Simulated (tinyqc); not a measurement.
# AlGaN/GaN HEMT with access regions, lumped model: effects of single changes

A polarisation-induced electron sheet under a Schottky gate, in series with two ungated access regions and contacts. Drift law v = mu E/(1 + mu E/vs) under the gate. Currents in mA/mm, resistances in ohm mm. No self-heating, no channel-length modulation; fits for polarisation, barrier and offset are chosen for the exercise.

Values chosen for this exercise; values close to those of AlGaN/GaN structures:
- x = 0.19 (aluminium share of the barrier)
- d = 25 nm (barrier thickness)
- eps_r = 9.6 (relative permittivity of barrier and channel)
- mu = 1500 cm^2/(V s) (channel mobility)
- vs = 1.2e7 cm/s (saturation velocity)
- Lg = 1.5 um (gate length)
- Ls = 2 um (source access length)
- Ld = 12 um (drain access length)
- Rc = 0.37 ohm mm (resistance of each contact)
- ft = 0 (share of the drain-access electrons removed by traps)
- Vg = 0 V (gate voltage)
- Ec = 3.4 MV/cm (critical field)
- te = 0.22 um (depth over which the depleted charge spreads)
- ei = 3.9 (relative permittivity of that insulator)

Constants: q = 1.602176634e-19 C, eps0 = 8.8541878128e-14 F/cm where lengths are in cm. Results are converted to the units shown.

Each table varies one quantity; the others keep the values above.

## Field plate: effect of the insulator under the field plate

sigma = (5e13 x + 1.6e13 x^2) cm^-2, phiB = 0.84 + 1.3 x, dEc = 0.7 (1.71 x + x^2) in volts, Cb = eps0 eps_r/d, VT = phiB - dEc - q sigma/Cb, access density n0 = -Cb VT/q. Off state: a depleted stretch that holds the voltage V has the peak field sqrt(k V), k = 2 q n0/(eps0 eps_r te), so one edge holds V1 = Ec^2/k. The sheet under the plate pinches off at Vf = q n0 (1/Cb + tf/(eps0 ei)); beyond it the gate edge is screened. BV = V1 if Vf >= V1, else Vf + V1, and at most Ec Ld.

The same in every row: V1 (V) = 81.21; Ec Ld (V) = 4080.

Field plate: effect of the insulator under the field plate:

| tf (nm) | Vf (V) | BV (V) |
|---|---|---|
| 20 | 11.62 | 92.83 |
| 30 | 15.48 | 96.69 |
| 44 | 20.87 | 102.1 |
| 66 | 29.35 | 110.6 |
| 98 | 41.69 | 122.9 |
| 150 | 61.73 | 142.9 |
| 220 | 88.71 | 81.21 |
| 320 | 127.3 | 81.21 |

What does the comparison show?

BV goes from 92.8 through a maximum of 143 (at tf = 150 nm among the rows listed) to 81.2 V. The plate helps (Vf < V1) in 6 of the 8 rows, and the access length caps BV in 0. The best thickness makes Vf just under V1, tf = 201 nm, where both edges reach Ec together and BV nears 2 V1.

## Output curve without and with trapping

Access resistance R(L, n) = L/(q mu n sqrt(1 - (I/(q n vs))^2)); Rs = Rc + R(Ls, n0), Rd = Rc + R(Ld, (1 - ft) n0). Vg' = Vg - I Rs, Vd' = Vd - I (Rs + Rd); with u = Vg' - VT, Vc = vs Lg/mu and w the smaller of Vd' and Vc [sqrt(1 + 2 u/Vc) - 1] (0 if negative), the channel gives (mu Cb/Lg)(u w - w^2/2)/(1 + w/Vc). I equals that channel current. The two columns take ft = 0 and ft = 0.3; collapse = 1 - (second)/(first).

Output curve without and with trapping:

| Vd (V) | I, ft = 0 (mA/mm) | I, ft = 0.3 (mA/mm) | collapse (%) |
|---|---|---|---|
| 0.25 | 29.31 | 22.52 | 23.16 |
| 0.5 | 58.42 | 44.94 | 23.07 |
| 1 | 115.9 | 89.37 | 22.87 |
| 2 | 226.6 | 175.8 | 22.39 |
| 3 | 329.4 | 257.9 | 21.72 |
| 4 | 421.1 | 334.1 | 20.67 |
| 6 | 542.8 | 464.0 | 14.52 |
| 8 | 546.0 | 545.0 | 0.18 |
| 12 | 546.0 | 546.0 | 0.00 |

What does the table show?

Without trapping the current rises from 29.3 to 546 mA/mm and first comes within 2 % of its last value at Vd = 6 V among the rows; with trapping that knee lies at 8 V. The collapse is 23 % in the first row, at most 23 % and 0 % in the last: once the gated channel saturates, the drain access only takes spare voltage. At Vd = 12 V the power passes 5 W/mm, where self-heating, left out here, lowers the current.

## Effect of the gate voltage

Same model as above.

Isat is I at Vd = 10 V, gm = dIsat/dVg, Ron the limit of Vd/I at small Vd.

The same in every row: VT (V) = -3.915; n0 (cm^-2) = 8.307e12.

Effect of the gate voltage:

| Vg (V) | Ron (ohm mm) | Isat (mA/mm) | gm (mS/mm) |
|---|---|---|---|
| -3.5 | 14.85 | 19.61 | 80.10 |
| -2.8 | 10.39 | 95.47 | 129.0 |
| -2.1 | 9.373 | 194.5 | 151.6 |
| -1.4 | 8.922 | 305.6 | 164.6 |
| -0.6 | 8.640 | 441.0 | 173.1 |
| 0.1 | 8.485 | 563.7 | 176.7 |
| 0.8 | 8.376 | 687.7 | 177.1 |
| 1.5 | 8.296 | 810.9 | 174.4 |

Read the table: what changes, and by how much?

As Vg goes from -3.5 to 1.5 V, Ron falls from 14.8 to 8.30 ohm mm, Isat rises from 19.6 to 811 mA/mm and gm goes from 80.1 through a maximum of 177 (at Vg = 0.8 V among the rows listed) to 174 mS/mm. The ceiling Cb vs is 408 mS/mm. For Vg = 0.1 to 1.5 V the power passes 5 W/mm, where self-heating, left out here, lowers the current. At Vg = 1.5 V Vg comes within 0.2 V of phiB or passes it, so at low drain current, as for Ron, the Schottky gate would conduct.

Program tinyqc, `OMP_NUM_THREADS=1 python tinyqc.py 2570105 2570106 out.jsonl`; Intel Xeon 2.30GHz, shared host, one thread, about 0.02 s.
